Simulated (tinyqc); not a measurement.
Worked calculation: UHF in the 3-21g basis, for H2, spin multiplicity 3. Computed by tinyqc, a small Python program that keeps every step (integrals from PySCF). Settings: charge = 0, multiplicity = 3, basis = 3-21g, energy threshold = 1e-09, iteration cap = 83, orthogonalisation = symmetric, start = core, DIIS depth = 6, method = UHF. Command: `OMP_NUM_THREADS=1 python tinyqc.py 23566 23567 out.jsonl` (the two numbers bound the seeds that draw the settings). One thread of a shared host (Intel(R) Xeon(R) Processor @ 2.60GHz), about 0.08 s of CPU time with the checks. Later iterations appear only in the table of the cycle.

## One-electron integrals

Geometry (angstrom):
```
atom         x         y         z
H     0.000000  0.000000  0.000000
H     0.000000  0.000000  1.405000
```

Basis 3-21g: exponents (1/bohr^2) and contraction coefficients of normalised primitives:
```
element  l (shell)  exponent  coefficient
H            s (1)  5.447178     0.156285
H            s (1)  0.824547     0.904691
H            s (2)  0.183192     1.000000
```

Overlap, kinetic and nuclear-attraction integrals over the contracted functions; the nuclear repulsion is the sum of Za Zb / Rab.

nuclear repulsion = 0.37663858 hartree

overlap S, order 1H 1s, 1H 2s, 2H 1s, 2H 2s:
```
[[1.000000, 0.645899, 0.045762, 0.222517],
 [0.645899, 1.000000, 0.222517, 0.524298],
 [0.045762, 0.222517, 1.000000, 0.645899],
 [0.222517, 0.524298, 0.645899, 1.000000]]
```

kinetic energy T (hartree), order 1H 1s, 1H 2s, 2H 1s, 2H 2s:
```
[[1.549405, 0.293152, -0.057019, 0.029158],
 [0.293152, 0.274788, 0.029158, 0.082054],
 [-0.057019, 0.029158, 1.549405, 0.293152],
 [0.029158, 0.082054, 0.293152, 0.274788]]
```

nuclear attraction V (hartree), order 1H 1s, 1H 2s, 2H 1s, 2H 2s:
```
[[-2.097556, -1.025895, -0.069052, -0.350262],
 [-1.025895, -1.050965, -0.350262, -0.587838],
 [-0.069052, -0.350262, -2.097556, -1.025895],
 [-0.350262, -0.587838, -1.025895, -1.050965]]
```

core Hamiltonian H = T + V (hartree), order 1H 1s, 1H 2s, 2H 1s, 2H 2s:
```
[[-0.548151, -0.732744, -0.126071, -0.321104],
 [-0.732744, -0.776177, -0.321104, -0.505784],
 [-0.126071, -0.321104, -0.548151, -0.732744],
 [-0.321104, -0.505784, -0.732744, -0.776177]]
```

## Two-electron integrals

Functions are numbered as in S; the eight-fold symmetry (ij|kl) = (ji|kl) = (kl|ij) leaves the list below.

Two-electron integrals (ij|kl) in chemists' order, unique and non-zero (hartree):
```
(11|11) 1.140145   (21|11) 0.611403   (21|21) 0.345152   (22|11) 0.626370
(22|21) 0.380329   (22|22) 0.482957   (31|11) 0.031976   (31|21) 0.019377
(31|22) 0.024001   (31|31) 0.002135   (32|11) 0.100471   (32|21) 0.063953
(32|22) 0.090722   (32|31) 0.007902   (32|32) 0.040553   (33|11) 0.376473
(33|21) 0.242688   (33|22) 0.362530   (33|31) 0.031976   (33|32) 0.199807
(33|33) 1.140145   (41|11) 0.199807   (41|21) 0.114142   (41|22) 0.128322
(41|31) 0.007902   (41|32) 0.026406   (41|33) 0.100471   (41|41) 0.040553
(42|11) 0.277424   (42|21) 0.171571   (42|22) 0.228412   (42|31) 0.014812
(42|32) 0.064174   (42|33) 0.277424   (42|41) 0.064174   (42|42) 0.132759
(43|11) 0.242688   (43|21) 0.156032   (43|22) 0.231013   (43|31) 0.019377
(43|32) 0.114142   (43|33) 0.611403   (43|41) 0.063953   (43|42) 0.171571
(43|43) 0.345152   (44|11) 0.362530   (44|21) 0.231013   (44|22) 0.335950
(44|31) 0.024001   (44|32) 0.128322   (44|33) 0.626370   (44|41) 0.090722
(44|42) 0.228412   (44|43) 0.380329   (44|44) 0.482957
```

## Orthogonalisation

S = U s U^T; symmetric (Loewdin) form X = U s^(-1/2) U^T, so that X^T S X = 1.

eigenvalues of S: [0.228656, 0.384255, 1.201284, 2.185805]

X, order 1H 1s, 1H 2s, 2H 1s, 2H 2s:
```
[[1.240517, -0.482374, 0.028701, 0.030790],
 [-0.482374, 1.406103, 0.030790, -0.385728],
 [0.028701, 0.030790, 1.240517, -0.482374],
 [0.030790, -0.385728, -0.482374, 1.406103]]
```

## Starting guess

The start is the orbitals of the core Hamiltonian; D(s) = C_occ C_occ^T for each spin.

D(alpha) at the start, order 1H 1s, 1H 2s, 2H 1s, 2H 2s:
```
[[0.187233, 0.328012, -0.030939, -0.110943],
 [0.328012, 0.592319, -0.110943, -0.290842],
 [-0.030939, -0.110943, 0.187233, 0.328012],
 [-0.110943, -0.290842, 0.328012, 0.592319]]
```

D(beta) at the start, order 1H 1s, 1H 2s, 2H 1s, 2H 2s:
```
[[0.000000, 0.000000, 0.000000, 0.000000],
 [0.000000, 0.000000, 0.000000, 0.000000],
 [0.000000, 0.000000, 0.000000, 0.000000],
 [0.000000, 0.000000, 0.000000, 0.000000]]
```

## Iteration 1: building the Fock matrix

J_ij = sum D_kl (ij|kl) with D = D(alpha) + D(beta), K_ij = sum D_kl (ik|jl) for each spin; F = H + J - K(s); E = tr D H + tr D J / 2 - 0.5 sum_s tr D(s) K(s) + E_nn.

Coulomb J (hartree), order 1H 1s, 1H 2s, 2H 1s, 2H 2s:
```
[[1.200030, 0.710297, 0.053575, 0.250125],
 [0.710297, 0.888312, 0.250125, 0.492962],
 [0.053575, 0.250125, 1.200030, 0.710297],
 [0.250125, 0.492962, 0.710297, 0.888312]]
```

exchange K(alpha) (hartree), order 1H 1s, 1H 2s, 2H 1s, 2H 2s:
```
[[0.731605, 0.567304, 0.045981, 0.196409],
 [0.567304, 0.533502, 0.196409, 0.302603],
 [0.045981, 0.196409, 0.731605, 0.567304],
 [0.196409, 0.302603, 0.567304, 0.533502]]
```

exchange K(beta) (hartree), order 1H 1s, 1H 2s, 2H 1s, 2H 2s:
```
[[0.000000, 0.000000, 0.000000, 0.000000],
 [0.000000, 0.000000, 0.000000, 0.000000],
 [0.000000, 0.000000, 0.000000, 0.000000],
 [0.000000, 0.000000, 0.000000, 0.000000]]
```

F(alpha) (hartree), order 1H 1s, 1H 2s, 2H 1s, 2H 2s:
```
[[-0.079726, -0.589751, -0.118477, -0.267388],
 [-0.589751, -0.421368, -0.267388, -0.315425],
 [-0.118477, -0.267388, -0.079726, -0.589751],
 [-0.267388, -0.315425, -0.589751, -0.421368]]
```

F(beta) (hartree), order 1H 1s, 1H 2s, 2H 1s, 2H 2s:
```
[[0.651879, -0.022447, -0.072496, -0.070979],
 [-0.022447, 0.112135, -0.070979, -0.012822],
 [-0.072496, -0.070979, 0.651879, -0.022447],
 [-0.070979, -0.012822, -0.022447, 0.112135]]
```

total energy of this density = -0.94085123 hartree

## Iteration 1: diagonalisation and new density

Diagonalise F' = X^T F X, C = X C', fill 2 alpha and 0 beta electrons from the bottom; D(s) = C_occ C_occ^T. Each column has its largest component positive (the first on a tie).

F' = X^T F X (alpha) (hartree):
```
[[0.471474, -0.771648, 0.041538, -0.060104],
 [-0.771648, 0.122629, -0.060104, -0.140258],
 [0.041538, -0.060104, 0.471474, -0.771648],
 [-0.060104, -0.140258, -0.771648, 0.122629]]
```

orbital energies (alpha) (hartree): [-0.625352, -0.370017, 1.062841, 1.120736]

coefficients C (alpha), order 1H 1s, 1H 2s, 2H 1s, 2H 2s:
```
[[0.271641, 0.298368, -0.881416, 0.913035],
 [0.394192, 0.705540, 1.113199, -0.683490],
 [0.271641, -0.298368, 0.881416, 0.913035],
 [0.394192, -0.705540, -1.113199, -0.683490]]
```

F' = X^T F X (beta) (hartree):
```
[[1.048487, -0.482541, 0.012197, -0.035345],
 [-0.482541, 0.405174, -0.035345, -0.097523],
 [0.012197, -0.035345, 1.048487, -0.482541],
 [-0.035345, -0.097523, -0.482541, 0.405174]]
```

orbital energies (beta) (hartree): [0.043879, 0.248759, 1.290228, 1.324457]

coefficients C (beta), order 1H 1s, 1H 2s, 2H 1s, 2H 2s:
```
[[0.122780, 0.107582, -0.924308, 0.944641],
 [0.498003, 0.922597, 0.941176, -0.611996],
 [0.122780, -0.107582, 0.924308, 0.944641],
 [0.498003, -0.922597, -0.941176, -0.611996]]
```

D(alpha) after iteration 1, order 1H 1s, 1H 2s, 2H 1s, 2H 2s:
```
[[0.162813, 0.317589, -0.015235, -0.103432],
 [0.317589, 0.653173, -0.103432, -0.342399],
 [-0.015235, -0.103432, 0.162813, 0.317589],
 [-0.103432, -0.342399, 0.317589, 0.653173]]
```

D(beta) after iteration 1, order 1H 1s, 1H 2s, 2H 1s, 2H 2s:
```
[[0.000000, 0.000000, 0.000000, 0.000000],
 [0.000000, 0.000000, 0.000000, 0.000000],
 [0.000000, 0.000000, 0.000000, 0.000000],
 [0.000000, 0.000000, 0.000000, 0.000000]]
```

## Iteration 2: building the Fock matrix

As before.

Coulomb J (hartree), order 1H 1s, 1H 2s, 2H 1s, 2H 2s:
```
[[1.182277, 0.701788, 0.052904, 0.247047],
 [0.701788, 0.881745, 0.247047, 0.488763],
 [0.052904, 0.247047, 1.182277, 0.701788],
 [0.247047, 0.488763, 0.701788, 0.881745]]
```

exchange K(alpha) (hartree), order 1H 1s, 1H 2s, 2H 1s, 2H 2s:
```
[[0.706800, 0.558698, 0.050009, 0.195047],
 [0.558698, 0.534683, 0.195047, 0.301711],
 [0.050009, 0.195047, 0.706800, 0.558698],
 [0.195047, 0.301711, 0.558698, 0.534683]]
```

exchange K(beta) (hartree), order 1H 1s, 1H 2s, 2H 1s, 2H 2s:
```
[[0.000000, 0.000000, 0.000000, 0.000000],
 [0.000000, 0.000000, 0.000000, 0.000000],
 [0.000000, 0.000000, 0.000000, 0.000000],
 [0.000000, 0.000000, 0.000000, 0.000000]]
```

F(alpha) (hartree), order 1H 1s, 1H 2s, 2H 1s, 2H 2s:
```
[[-0.072673, -0.589653, -0.123176, -0.269105],
 [-0.589653, -0.429115, -0.269105, -0.318732],
 [-0.123176, -0.269105, -0.072673, -0.589653],
 [-0.269105, -0.318732, -0.589653, -0.429115]]
```

F(beta) (hartree), order 1H 1s, 1H 2s, 2H 1s, 2H 2s:
```
[[0.634126, -0.030956, -0.073167, -0.074058],
 [-0.030956, 0.105568, -0.074058, -0.017021],
 [-0.073167, -0.074058, 0.634126, -0.030956],
 [-0.074058, -0.017021, -0.030956, 0.105568]]
```

total energy of this density = -0.94345915 hartree

## Iteration 2: DIIS over 2 matrices

error matrix X^T (FDS - SDF) X (alpha):
```
[[0.000000, 0.010384, 0.000000, -0.003825],
 [-0.010384, 0.000000, 0.003825, 0.000000],
 [0.000000, -0.003825, 0.000000, 0.010384],
 [0.003825, 0.000000, -0.010384, 0.000000]]
```

B (overlaps of the stored error matrices):
```
[[5.9011527e-03, 1.6810664e-03],
 [1.6810664e-03, 4.8983513e-04]]
```

Minimise |sum c_i e_i|^2 with sum c_i = 1: solve [B -1; -1 0][c; lambda] = [0; -1] with B_ij = tr e_i^T e_j summed over both spins, and take F = sum c_i F_i.

DIIS coefficients: [-0.393294, 1.393294]

extrapolated F(alpha) (hartree), order 1H 1s, 1H 2s, 2H 1s, 2H 2s:
```
[[-0.069900, -0.589615, -0.125025, -0.269781],
 [-0.589615, -0.432162, -0.269781, -0.320032],
 [-0.125025, -0.269781, -0.069900, -0.589615],
 [-0.269781, -0.320032, -0.589615, -0.432162]]
```

extrapolated F(beta) (hartree), order 1H 1s, 1H 2s, 2H 1s, 2H 2s:
```
[[0.627144, -0.034302, -0.073431, -0.075269],
 [-0.034302, 0.102985, -0.075269, -0.018673],
 [-0.073431, -0.075269, 0.627144, -0.034302],
 [-0.075269, -0.018673, -0.034302, 0.102985]]
```

## Iteration 2: diagonalisation and new density

As before.

F' = X^T F X (alpha) (hartree):
```
[[0.483474, -0.769898, 0.034266, -0.060019],
 [-0.769898, 0.105883, -0.060019, -0.136799],
 [0.034266, -0.060019, 0.483474, -0.769898],
 [-0.060019, -0.136799, -0.769898, 0.105883]]
```

orbital energies (alpha) (hartree): [-0.630669, -0.371406, 1.063296, 1.117493]

coefficients C (alpha), order 1H 1s, 1H 2s, 2H 1s, 2H 2s:
```
[[0.266864, 0.286176, -0.885450, 0.914442],
 [0.397760, 0.720835, 1.103356, -0.681420],
 [0.266864, -0.286176, 0.885450, 0.914442],
 [0.397760, -0.720835, -1.103356, -0.681420]]
```

F' = X^T F X (beta) (hartree):
```
[[1.022331, -0.484123, 0.012450, -0.036340],
 [-0.484123, 0.400714, -0.036340, -0.099036],
 [0.012450, -0.036340, 1.022331, -0.484123],
 [-0.036340, -0.099036, -0.484123, 0.400714]]
```

orbital energies (beta) (hartree): [0.031644, 0.239483, 1.270149, 1.304815]

coefficients C (beta), order 1H 1s, 1H 2s, 2H 1s, 2H 2s:
```
[[0.129881, 0.116881, -0.923178, 0.943691],
 [0.493386, 0.913076, 0.950415, -0.615724],
 [0.129881, -0.116881, 0.923178, 0.943691],
 [0.493386, -0.913076, -0.950415, -0.615724]]
```

D(alpha) after iteration 2, order 1H 1s, 1H 2s, 2H 1s, 2H 2s:
```
[[0.153113, 0.312434, -0.010680, -0.100138],
 [0.312434, 0.677815, -0.100138, -0.361390],
 [-0.010680, -0.100138, 0.153113, 0.312434],
 [-0.100138, -0.361390, 0.312434, 0.677815]]
```

D(beta) after iteration 2, order 1H 1s, 1H 2s, 2H 1s, 2H 2s:
```
[[0.000000, 0.000000, 0.000000, 0.000000],
 [0.000000, 0.000000, 0.000000, 0.000000],
 [0.000000, 0.000000, 0.000000, 0.000000],
 [0.000000, 0.000000, 0.000000, 0.000000]]
```

## Iteration 3: building the Fock matrix

As before.

Coulomb J (hartree), order 1H 1s, 1H 2s, 2H 1s, 2H 2s:
```
[[1.174861, 0.698234, 0.052628, 0.245771],
 [0.698234, 0.879015, 0.245771, 0.487038],
 [0.052628, 0.245771, 1.174861, 0.698234],
 [0.245771, 0.487038, 0.698234, 0.879015]]
```

exchange K(alpha) (hartree), order 1H 1s, 1H 2s, 2H 1s, 2H 2s:
```
[[0.696239, 0.554853, 0.051215, 0.194339],
 [0.554853, 0.535165, 0.194339, 0.301535],
 [0.051215, 0.194339, 0.696239, 0.554853],
 [0.194339, 0.301535, 0.554853, 0.535165]]
```

exchange K(beta) (hartree), order 1H 1s, 1H 2s, 2H 1s, 2H 2s:
```
[[0.000000, 0.000000, 0.000000, 0.000000],
 [0.000000, 0.000000, 0.000000, 0.000000],
 [0.000000, 0.000000, 0.000000, 0.000000],
 [0.000000, 0.000000, 0.000000, 0.000000]]
```

F(alpha) (hartree), order 1H 1s, 1H 2s, 2H 1s, 2H 2s:
```
[[-0.069529, -0.589363, -0.124659, -0.269672],
 [-0.589363, -0.432328, -0.269672, -0.320282],
 [-0.124659, -0.269672, -0.069529, -0.589363],
 [-0.269672, -0.320282, -0.589363, -0.432328]]
```

F(beta) (hartree), order 1H 1s, 1H 2s, 2H 1s, 2H 2s:
```
[[0.626710, -0.034510, -0.073443, -0.075333],
 [-0.034510, 0.102838, -0.075333, -0.018746],
 [-0.073443, -0.075333, 0.626710, -0.034510],
 [-0.075333, -0.018746, -0.034510, 0.102838]]
```

total energy of this density = -0.94369277 hartree

## Iteration 3: DIIS over 3 matrices

error matrix X^T (FDS - SDF) X (alpha):
```
[[0.000000, 0.000339, 0.000000, 0.000377],
 [-0.000339, 0.000000, -0.000377, 0.000000],
 [0.000000, 0.000377, 0.000000, 0.000339],
 [-0.000377, 0.000000, -0.000339, 0.000000]]
```

B (overlaps of the stored error matrices):
```
[[5.9011527e-03, 1.6810664e-03, 1.7710439e-05],
 [1.6810664e-03, 4.8983513e-04, 8.3113686e-06],
 [1.7710439e-05, 8.3113686e-06, 1.0275438e-06]]
```

As before.

DIIS coefficients: [0.104617, -0.380687, 1.276070]

extrapolated F(alpha) (hartree), order 1H 1s, 1H 2s, 2H 1s, 2H 2s:
```
[[-0.069398, -0.589293, -0.124576, -0.269649],
 [-0.589293, -0.432404, -0.269649, -0.320363],
 [-0.124576, -0.269649, -0.069398, -0.589293],
 [-0.269649, -0.320363, -0.589293, -0.432404]]
```

extrapolated F(beta) (hartree), order 1H 1s, 1H 2s, 2H 1s, 2H 2s:
```
[[0.626520, -0.034601, -0.073449, -0.075363],
 [-0.034601, 0.102771, -0.075363, -0.018783],
 [-0.073449, -0.075363, 0.626520, -0.034601],
 [-0.075363, -0.018783, -0.034601, 0.102771]]
```

## Iteration 3: diagonalisation and new density

As before.

F' = X^T F X (alpha) (hartree):
```
[[0.483852, -0.769524, 0.034780, -0.059993],
 [-0.769524, 0.105448, -0.059993, -0.137185],
 [0.034780, -0.059993, 0.483852, -0.769524],
 [-0.059993, -0.137185, -0.769524, 0.105448]]
```

orbital energies (alpha) (hartree): [-0.630523, -0.371148, 1.062853, 1.117418]

coefficients C (alpha), order 1H 1s, 1H 2s, 2H 1s, 2H 2s:
```
[[0.266373, 0.286171, -0.885451, 0.914586],
 [0.398126, 0.720841, 1.103352, -0.681206],
 [0.266373, -0.286171, 0.885451, 0.914586],
 [0.398126, -0.720841, -1.103352, -0.681206]]
```

F' = X^T F X (beta) (hartree):
```
[[1.021674, -0.484171, 0.012457, -0.036364],
 [-0.484171, 0.400603, -0.036364, -0.099031],
 [0.012457, -0.036364, 1.021674, -0.484171],
 [-0.036364, -0.099031, -0.484171, 0.400603]]
```

orbital energies (beta) (hartree): [0.031363, 0.239207, 1.269644, 1.304339]

coefficients C (beta), order 1H 1s, 1H 2s, 2H 1s, 2H 2s:
```
[[0.130077, 0.117105, -0.923149, 0.943664],
 [0.493259, 0.912846, 0.950637, -0.615827],
 [0.130077, -0.117105, 0.923149, 0.943664],
 [0.493259, -0.912846, -0.950637, -0.615827]]
```

D(alpha) after iteration 3, order 1H 1s, 1H 2s, 2H 1s, 2H 2s:
```
[[0.152849, 0.312334, -0.010940, -0.100234],
 [0.312334, 0.678115, -0.100234, -0.361107],
 [-0.010940, -0.100234, 0.152849, 0.312334],
 [-0.100234, -0.361107, 0.312334, 0.678115]]
```

D(beta) after iteration 3, order 1H 1s, 1H 2s, 2H 1s, 2H 2s:
```
[[0.000000, 0.000000, 0.000000, 0.000000],
 [0.000000, 0.000000, 0.000000, 0.000000],
 [0.000000, 0.000000, 0.000000, 0.000000],
 [0.000000, 0.000000, 0.000000, 0.000000]]
```

## Iteration 5 (converged): orbitals

converged F(alpha) (hartree), order 1H 1s, 1H 2s, 2H 1s, 2H 2s:
```
[[-0.069417, -0.589329, -0.124567, -0.269638],
 [-0.589329, -0.432431, -0.269638, -0.320362],
 [-0.124567, -0.269638, -0.069417, -0.589329],
 [-0.269638, -0.320362, -0.589329, -0.432431]]
```

converged F(beta) (hartree), order 1H 1s, 1H 2s, 2H 1s, 2H 2s:
```
[[0.626517, -0.034600, -0.073449, -0.075363],
 [-0.034600, 0.102774, -0.075363, -0.018782],
 [-0.073449, -0.075363, 0.626517, -0.034600],
 [-0.075363, -0.018782, -0.034600, 0.102774]]
```

As before.

F' = X^T F X (alpha) (hartree):
```
[[0.483861, -0.769570, 0.034779, -0.059967],
 [-0.769570, 0.105440, -0.059967, -0.137183],
 [0.034779, -0.059967, 0.483861, -0.769570],
 [-0.059967, -0.137183, -0.769570, 0.105440]]
```

orbital energies (alpha) (hartree): [-0.630543, -0.371219, 1.062924, 1.117441]

coefficients C (alpha), order 1H 1s, 1H 2s, 2H 1s, 2H 2s:
```
[[0.266373, 0.286171, -0.885452, 0.914586],
 [0.398126, 0.720841, 1.103352, -0.681206],
 [0.266373, -0.286171, 0.885452, 0.914586],
 [0.398126, -0.720841, -1.103352, -0.681206]]
```

F' = X^T F X (beta) (hartree):
```
[[1.021670, -0.484169, 0.012457, -0.036364],
 [-0.484169, 0.400606, -0.036364, -0.099031],
 [0.012457, -0.036364, 1.021670, -0.484169],
 [-0.036364, -0.099031, -0.484169, 0.400606]]
```

orbital energies (beta) (hartree): [0.031366, 0.239210, 1.269640, 1.304335]

coefficients C (beta), order 1H 1s, 1H 2s, 2H 1s, 2H 2s:
```
[[0.130079, 0.117107, -0.923149, 0.943663],
 [0.493257, 0.912844, 0.950639, -0.615828],
 [0.130079, -0.117107, 0.923149, 0.943663],
 [0.493257, -0.912844, -0.950639, -0.615828]]
```

D(alpha) after iteration 5, order 1H 1s, 1H 2s, 2H 1s, 2H 2s:
```
[[0.152849, 0.312334, -0.010939, -0.100234],
 [0.312334, 0.678115, -0.100234, -0.361107],
 [-0.010939, -0.100234, 0.152849, 0.312334],
 [-0.100234, -0.361107, 0.312334, 0.678115]]
```

D(beta) after iteration 5, order 1H 1s, 1H 2s, 2H 1s, 2H 2s:
```
[[0.000000, 0.000000, 0.000000, 0.000000],
 [0.000000, 0.000000, 0.000000, 0.000000],
 [0.000000, 0.000000, 0.000000, 0.000000],
 [0.000000, 0.000000, 0.000000, 0.000000]]
```

## Convergence

Stop when the energy changes by less than 1e-09 hartree and every element of the error matrix X^T (F D S - S D F) X (for each spin) is below 9e-06.

Course of the cycle:
```
iteration  E (hartree)     change  largest element of the error matrix
1          -0.94085123          -                             3.37e-02
2          -0.94345915  -2.61e-03                             1.04e-02
3          -0.94369277  -2.34e-04                             3.77e-04
4          -0.94369315  -3.84e-07                             9.46e-08
5          -0.94369315  -1.42e-14                             3.40e-08
```

PySCF UHF in the same basis, after a stability check = -0.94369315 hartree

Converged in 5 iterations.

## Populations, bond orders and dipole

Mulliken: Z minus the diagonal of D S on the atom; Loewdin: the same with S^(1/2) D S^(1/2); Mayer order: 2 sum_s sum (D(s) S)_ij (D(s) S)_ji over the two atoms.

Charges (e):
```
atom  Mulliken  Loewdin  Mulliken spin
1H    0.000000        0       1.000000
2H           0        0       1.000000
```

Mayer bond orders:
```
pair      order
2-1   -0.060896
```

dipole moment about the origin, x y z (debye): [0.000000, 0.000000, 0.000000]

<S^2> of the determinant (pure state: 2) = 2.000000
